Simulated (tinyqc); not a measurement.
Comparisons within one model: six-band hole subbands of a thin body in a field. A value that a table varies takes the place of the one given here.

Basis X, Y, Z times spin, hole energies counted downwards from the unstrained edge (the hydrostatic shift is left out), c = hbar^2/2m0. For a symmetric tensor T let C(T) have C_XX = L Txx + M (Tyy + Tzz), C_XY = N Txy (cyclic), L = c (g1 + 4 g2), M = c (g1 - 2 g2), N = 6 c g3. k = q + kz n, n the unit normal, q = k1 u + k2 v with u along the channel [1-10] and v = n x u. H = C(k k^T) + (Dso/3)(1 - L.sigma) - B + e F z with (L_k)_ij = -i epsilon_kij; B is the block C built from the traceless strain with 2b, -b and sqrt(3) d in place of L, M, N. Strain: exx = eyy = (s11 + s12) sx/2, ezz = s12 sx, exy = -s44 sx/4. Hard walls at z = 0 and t; basis sin(j pi z/t), j = 1 to Nz: kz^2 = (j pi/t)^2, kz = -i D with D_jl = 4 j l/(t (j^2 - l^2)), z_jj = t/2 and z_jl = -8 t j l/(pi (j^2 - l^2))^2 for j + l odd; 1 MV/cm = 0.01 eV/angstrom.

Nz = 14. E1 is the top subband at q = 0, gap the distance to the next pair, and the masses are c q^2/(E(q) - E1) at |q| = 0.02 1/angstrom (mean of the spin pair) along the channel [1-10] and across it in the plane; a dash marks a band that does not rise.

Constants: hbar^2/2m0 = 3.80998211 eV angstrom^2.

Values chosen for the exercise (near those of a p-type Si channel; not measured data): g1 = 4.3 (Luttinger gamma1); g2 = 0.34 (gamma2); g3 = 1.45 (gamma3); Dso = 0.045 eV (spin-orbit splitting); b = -2.13 eV (tetragonal potential); d = -4.7 eV (trigonal potential); S = (7.7, -2.16, 12.8) 1/TPa (compliances s11, s12, s44); face = 110 (surface); t = 55 angstrom (body thickness); F = 1.2 MV/cm (field across the body); sx = 0 GPa (stress along the channel [1-10], negative in compression).

## Stress along the channel

Each row has its own sx.

Results:
```
sx (GPa)  E1 (meV)  gap (meV)  m channel  m across
-3.0          31.4       94.8      0.114     0.276
-2.0          67.8       94.8      0.114     0.276
-1.0         104.2       94.7      0.114     0.276
-0.5         122.4       94.6      0.114     0.276
0.0          140.6       94.4      0.115     0.277
0.5          158.7       93.9      0.115     0.277
1.0          176.8       91.9      0.116     0.277
```

Under 2 GPa of compression the channel mass goes from 0.115 to 0.114 m0, the mass across from 0.277 to 0.276; the gap to the next subband is 95, 94 and 92 meV at -2, 0 and +1 GPa. The lightest channel mass of the table, 0.114 m0, is at -3.0, -2.0, -1.0 and -0.5 GPa. Compression changes the channel mass little here, since confinement on this face has already singled out the orbital that the stress favours.

## Surface orientation and number of bands

Three faces, six bands; and four bands, with Dso set to 1000 eV.

Results:
```
case           E1 (meV)  gap (meV)  m channel  m across
(001) 6 bands     293.9       19.8      0.409     0.409
(001) 4 bands     293.9       33.2      0.330     0.330
(110) 6 bands     140.6       94.4      0.115     0.277
(110) 4 bands     231.3      133.3      0.150     0.316
(111) 6 bands     214.1       28.3      0.289     0.291
(111) 4 bands     214.1      157.2      0.190     0.190
```

With six bands the top subband is shallowest on (110) (140.6 meV) and deepest on (001). The lightest channel mass is on (110) (0.115 m0). Dropping the split-off band moves E1 by 0.0, 90.7 and 0.0 meV and the gap by 13.5, 38.9 and 128.9 meV on the three faces, with Dso = 45 meV.

## What each parameter does

Six bands. Each row changes one parameter from the base and keeps the others.

Results:
```
case             E1 (meV)  gap (meV)  m channel (m0)  m across (m0)
base                140.6       94.4           0.115          0.277
t = 65 angstrom     140.6       94.4           0.115          0.277
F = 1.5 MV/cm       161.1      109.6           0.115          0.276
sx = -0.5 GPa       122.4       94.6           0.114          0.276
g3 = 1.35           173.9      117.7           0.119          0.277
g2 = 0.39           147.4       99.4           0.115          0.284
Dso = 0.068 eV      146.9       94.0           0.115          0.277
d = -3.76 eV        140.6       94.4           0.115          0.277
```

The largest shifts from the base row, up to three for each result and ties (the steps differ in size, so this ranks the rows, not the parameters). E1 (meV): g3 +33.3, F +20.5, sx -18.2; unchanged at the printed digits by t and d. gap (meV): g3 +23.3, F +15.3, g2 +5.0; unchanged at the printed digits by t and d. m channel (m0): g3 +0.004, sx -0.000; unchanged at the printed digits by t, F, g2, Dso and d. m across (m0): g2 +0.008, F -0.000, sx -0.000; unchanged at the printed digits by t, g3, Dso and d.

Run: tinyqc, `OMP_NUM_THREADS=1 python tinyqc.py 1250615 1250616 out.jsonl`; Intel(R) Xeon(R) Processor @ 2.30GHz, one thread, shared host; about 0.3 s of CPU time with all checks.
